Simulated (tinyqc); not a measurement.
Sheet resistance and Hall data of a diffused or implanted layer: one step, computed by the program tinyqc.

Carriers are taken equal to the net active doping down to the junction (full ionisation, which deep dopants in wide-gap hosts do not reach; no spill-over, no depletion), and the Hall factor is 1.

Task: Profile. N(x) = N_0 erfc(x/l), dose N_0 l/sqrt(pi), junction x_j = l erfc^-1(N_B/N_0). Mobility mu = mu_min + (mu_max - mu_min)/(1 + (N_t/N_ref)^alpha), N_t = active doping + N_B; carriers n = active doping - N_B, all dopants active. sigma = e n mu.

Inputs (values chosen for the exercise, modelled on phosphorus in silicon):
```
quantity                                 value        unit
mu_min                                    65.1  cm^2/(V s)
mu_max                                    1400  cm^2/(V s)
N_ref                                  8.5e+16      1/cm^3
exponent alpha                             0.7           -
peak concentration N_0                 5.9e+19      1/cm^3
length scale l                              47          nm
background doping N_B (opposite type)  2.8e+15      1/cm^3
```

Profile: complementary error function. Activation: complete.

Constants: e = 1.602176634e-19 C.

Give: Depth, doping, carriers, mobility and conductivity at 2, 10, 20, 35, 50, 65, 80, 90 and 98 % of the layer.

Result:

Depth, doping, carriers, mobility and conductivity at 2, 10, 20, 35, 50, 65, 80, 90 and 98 % of the layer:
```
x (nm)  N (1/cm^3)  n (1/cm^3)  mu (cm^2/(V s))  sigma (S/cm)
2.7      5.517e+19   5.517e+19               79     7.009e+02
13.5     4.037e+19   4.036e+19               83     5.350e+02
27.0     2.454e+19   2.454e+19               90     3.535e+02
47.3     9.117e+18   9.114e+18              114     1.662e+02
67.6     2.476e+18   2.473e+18              180     7.138e+01
87.9     4.833e+17   4.805e+17              369     2.842e+01
108.2    6.708e+16   6.428e+16              778     8.015e+00
121.7    1.482e+16   1.202e+16             1067     2.055e+00
132.5    3.957e+15   1.157e+15             1206     2.236e-01
```

The mobility varies by a factor 15.2 across these points and the conductivity by 3130.
